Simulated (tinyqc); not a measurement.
Two-valley model of the transferred-electron effect. Inputs raised by 5 %, one at a time. Computed by tinyqc, a small Python program. Command: `OMP_NUM_THREADS=1 python tinyqc.py 3016136 3016137 out.jsonl gunn sens`. One thread of a shared host (Intel(R) Xeon(R) Processor @ 2.30GHz), about 0.03 s of CPU time with the checks.

Both kinds of valley share one electron temperature T_e, and each has a constant mobility.

Inputs (values chosen for the exercise, modelled on InP): central-valley mass m1 = 0.078 m_0; satellite-valley mass m2 = 0.25 m_0; satellite valleys Z = 4; valley separation dE = 0.56 eV; central-valley mobility mu1 = 4900 cm^2/(V s); satellite-valley mobility mu2 = 170 cm^2/(V s); energy relaxation time tau_E = 0.71 ps; lattice temperature T = 300 K; electric field F = 4.6 kV/cm; mixing = 0.05; iteration cap = 600.

Solver: damped fixed point.

Constants: k_B = 8.617333262e-05 eV/K.

Method:
- Density-of-states ratio R = Z (m2/m1)^(3/2); n2/n1 = R exp(-dE/(k_B T_e)); mean mobility mu = (mu1 + mu2 n2/n1)/(1 + n2/n1); energy balance e mu F^2 = (3/2) k_B (T_e - T)/tau_E; v = mu F.
- Fixed point from T_e = T: T_out = T + (2/3) e mu(T_e) F^2 tau_E/k_B, T_new = T_e + mixing (T_out - T_e); stop when |T_out - T_e| is below 1e-6 K.
- Using T_e as the parameter, F(T_e) = sqrt(3 k_B (T_e - T)/(2 e mu tau_E)) and v = mu F; find the first maximum and the next minimum of v, and the most negative dv/dF between them.

Runs; columns: (1) input moved; (2) from; (3) to; (4) peak velocity (1e7 cm/s); (5) peak-to-valley ratio; (6) drift velocity (1e7 cm/s); (7) electron temperature T_e (K):
```
(1)                                           (2)     (3)     (4)     (5)     (6)     (7)
base run                                        -       -  2.9086  1.1063  2.2276  862.84
central-valley mass m1 (m_0)                0.078  0.0819  2.9430  1.0917  2.2293  863.28
satellite-valley mass m2 (m_0)               0.25  0.2625  2.8753  1.1214  2.2257  862.36
valley separation dE (eV)                    0.56   0.588  2.9956  1.1098  2.2355  864.83
central-valley mobility mu1 (cm^2/(V s))     4900    5145  2.9792  1.1096  2.3320  889.23
satellite-valley mobility mu2 (cm^2/(V s))    170   178.5  2.9099  1.1029  2.2276  862.85
energy relaxation time tau_E (ps)            0.71  0.7455  2.8385  1.1063  2.2210  889.25
lattice temperature T (K)                     300     315  2.8931  1.1025  2.2242  876.99
```

Exponents ln(y'/y) / ln(x'/x):
```
input                          peak velocity  peak-to-valley ratio  drift velocity  electron temperature T_e
central-valley mass m1                 0.241                -0.272           0.016                     0.011
satellite-valley mass m2              -0.236                 0.278          -0.017                    -0.011
valley separation dE                   0.604                 0.066           0.073                     0.047
central-valley mobility mu1            0.492                 0.061           0.939                     0.618
satellite-valley mobility mu2          0.009                -0.063           0.000                     0.000
energy relaxation time tau_E          -0.500                 0.000          -0.060                     0.618
lattice temperature T                 -0.110                -0.069          -0.031                     0.333
```

Among the inputs moved here: peak velocity answers most in size to valley separation dE (exponent +0.604), next to energy relaxation time tau_E (-0.500). Its exponent +0.492 in central-valley mobility mu1: v = mu1 F at a field proportional to mu1^(-1/2). Its exponent -0.500 in energy relaxation time tau_E: the curve scales with F^2 tau_E. peak-to-valley ratio answers most in size to satellite-valley mass m2 (exponent +0.278), next to central-valley mass m1 (-0.272); its exponent is below 0.0005 for energy relaxation time tau_E. Its exponent 0.000 in energy relaxation time tau_E: tau_E rescales the field and velocity axes by the same factor. Drift velocity answers most in size to central-valley mobility mu1 (exponent +0.939), next to valley separation dE (+0.073); its exponent is below 0.0005 for satellite-valley mobility mu2. Electron temperature T_e answers most in size to central-valley mobility mu1 (exponent +0.618), and about equally to energy relaxation time tau_E (+0.618); its exponent is below 0.0005 for satellite-valley mobility mu2.

Extremes, crossings and ranges named in words are read from the listed rows.
